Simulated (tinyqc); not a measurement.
Inside a calculation. Model: signal and retention of a DRAM cell.

Numbers from tinyqc (`OMP_NUM_THREADS=1 python tinyqc.py 2130128 2130129 out.jsonl`; about 0.01 s on one thread of a shared Intel Xeon 2.30GHz). Printed values are rounded.

A stored one starts at Vd and leaks: Cs dV/dt = -I(V), I = a sqrt((V + Vb)/(Vd + Vb)) + b, with a = Ig exp[-(Eg1 q/kB)(1/T - 1/T0)] (generation in a depletion layer) and b = Is exp[-(Es q/kB)(1/T - 1/T0)]. The bit line is precharged to Vd/2, and charge sharing gives the signal (V - Vd/2) Cs/(Cs + Cb).

Inputs (values chosen for the exercise):

| symbol | value | unit | meaning |
|---|---|---|---|
| Vd | 1.1 | V | array voltage |
| Cs | 21 | fF | cell capacitance |
| Cb | 47 | fF | bit-line capacitance |
| dm | 66 | mV | smallest signal that the sense amplifier resolves |
| Vb | 1.3 | V | built-in plus back-bias voltage of the storage junction |
| Ig | 0.87 | fA | junction leakage at V = Vd and T0 |
| Is | 0.4 | fA | voltage-independent leakage at T0 |
| Es | 0.35 | eV | activation energy of Is |
| T0 | 358 | K | reference temperature |
| T | 358 | K | temperature |
| sg | 0.72 |  | deviation of ln(retention time) over the cells |
| Nc | 1.07e9 |  | cells |
| tr | 128 | ms | refresh interval |
| Eg1 | 0.58 | eV | activation energy of Ig |

Constants: q = 1.602176634e-19 C, kB = 1.380649e-23 J/K. Results are converted to the units shown.

Range of the model: Real arrays also hold a tail of unusually leaky cells and cells whose retention varies in time, which this model lacks.

## Signal and margin

The cell fails below Vc = Vd/2 + dm (Cs + Cb)/Cs.

transfer ratio = 0.3088235
signal of a fresh one = 169.8529 mV
Vc = 0.7637143 V
charge that may be lost = 7.062 fC
the same in electrons = 44077.54

## Retention time

With s = sqrt((Vc + Vb)/(Vd + Vb)), the time from Vd to Vc is t = [2 Cs (Vd + Vb)/a] [1 - s - (b/a) ln((a + b)/(a s + b))].

a = 0.87 fA
b = 0.4 fA
retention time = 5.702045 s
estimate with the current held at a + b = 5.560630 s

The constant-current estimate is 2.5 % below the true time, since the junction leaks less as V falls.

## Failing cells

This time is the median of a log-normal spread: failing cells = Nc erfc(z/sqrt 2)/2, z = ln(t/tr)/sg. One failure is expected at the interval where that count equals 1.

z = 5.272986
failing cells = 71.80866
interval for one failure = 75.35823 ms

The weakest cell of the array lies about 6.01 deviations out, a factor of 75.7 below the median; the chosen interval is longer than that time.
